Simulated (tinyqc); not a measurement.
# Charge-trap memory cell: what changes with what

Channel, tunnel oxide, storage layer, blocking layer, gate. N electrons per area sit in a sheet at the centroid and shift the threshold by U = (q/eps0) N (tb/eb + xc tn/en). EOT = t1 + 3.9 (tn/en + tb/eb); tunnel field F = (Vg - U)/EOT; dN/dt = eta (J/q)(1 - N/Nm). Fowler-Nordheim: J = A F^2 exp(-B/F), A = q^2/(16 pi^2 hbar mo phi) (times 1e14 for A/cm^2 with F in V/nm, emitter mass m0), B = (4/3) sqrt(mo/C) phi^1.5, C = hbar^2/(2 m0).

Values chosen for this exercise; oxide values close to those of silicon dioxide, storage layer close to silicon nitride, blocking layer close to silicon dioxide:
- phi = 3.13 eV (tunnel barrier)
- mo = 0.48 m0 (tunnelling mass)
- t1 = 5.9 nm (tunnel oxide (permittivity 3.9))
- tn = 4.6 nm (storage layer)
- en = 7.1 (its relative permittivity)
- tb = 6.1 nm (blocking layer)
- eb = 3.9 (its relative permittivity)
- xc = 0.37 (charge centroid, share of tn counted from the blocking side)
- eta = 0.69 (capture efficiency of an empty layer)
- Nm = 2.2e13 cm^-2 (trap density)
- Vg = 18 V (gate voltage less flat band and surface potential)

Constants: q = 1.602176634e-19 C, hbar = 1.054571817e-34 J s, m0 = 9.1093837015e-31 kg, eps0 = 8.8541878128e-14 F/cm where lengths are in cm, hbar^2/(2 m0) = 0.0380998212 eV nm^2. Results are converted to the units shown.

Each table varies one quantity; the others keep the values above.

## Threshold shift against programming time

The rate equation is integrated from N = 0 to the digits shown; blocking field (3.9 F + q N/eps0)/eb.

Threshold shift against programming time:

| t (s) | N/Nm | U (V) | F (V/nm) | blocking field (V/nm) |
|---|---|---|---|---|
| 1.4e-6 | 0.02474 | 0.1776 | 1.227 | 1.252 |
| 6e-6 | 0.07807 | 0.5606 | 1.201 | 1.280 |
| 2.6e-5 | 0.1754 | 1.259 | 1.152 | 1.331 |
| 0.00012 | 0.2955 | 2.122 | 1.093 | 1.395 |
| 0.00052 | 0.4066 | 2.920 | 1.038 | 1.453 |
| 0.0023 | 0.5093 | 3.657 | 0.9873 | 1.507 |
| 0.01 | 0.6008 | 4.314 | 0.9421 | 1.555 |
| 0.045 | 0.6850 | 4.919 | 0.9005 | 1.600 |
| 0.2 | 0.7598 | 5.456 | 0.8635 | 1.639 |
| 0.87 | 0.8257 | 5.929 | 0.8309 | 1.674 |

What does the table show?

U rises from 0.178 to 5.93 V, by 0.741 V a decade at the end. The traps are 82.6 % full, so filling caps the shift at 7.18 V. The blocking field reaches 16.7 MV/cm, where electrons may escape to the gate, which the model leaves out.

## Effect of the gate voltage

Same model as above.

After 0.0001 s.

Effect of the gate voltage:

| Vg (V) | N/Nm | U (V) | F (V/nm) | blocking field (V/nm) |
|---|---|---|---|---|
| 16 | 0.06981 | 0.5013 | 1.067 | 1.138 |
| 16.9 | 0.1543 | 1.108 | 1.087 | 1.245 |
| 17.7 | 0.2454 | 1.762 | 1.097 | 1.348 |
| 18.6 | 0.3535 | 2.538 | 1.106 | 1.466 |
| 19.4 | 0.4501 | 3.232 | 1.113 | 1.572 |
| 20.3 | 0.5570 | 4.000 | 1.122 | 1.691 |
| 21.1 | 0.6492 | 4.662 | 1.132 | 1.794 |
| 22 | 0.7480 | 5.371 | 1.145 | 1.908 |

U rises from 0.501 to 5.37 V; the slope between neighbouring rows is at most 0.867 and 0.789 between the last two rows. In the upper rows it falls short of the 1 of a floating gate because capture weakens as the traps fill (74.8 % in the last row); where little charge has entered in the time given, the slope is small in any case. The blocking field reaches 19.1 MV/cm, where electrons may escape to the gate, which the model leaves out.

Range of the model: The Fowler-Nordheim form needs F t1 above phi; trap-assisted paths and leakage through the blocking layer are left out.

tinyqc, about 0.08 s, one thread, Intel Xeon 2.30GHz (shared host): `OMP_NUM_THREADS=1 python tinyqc.py 2130066 2130067 out.jsonl`
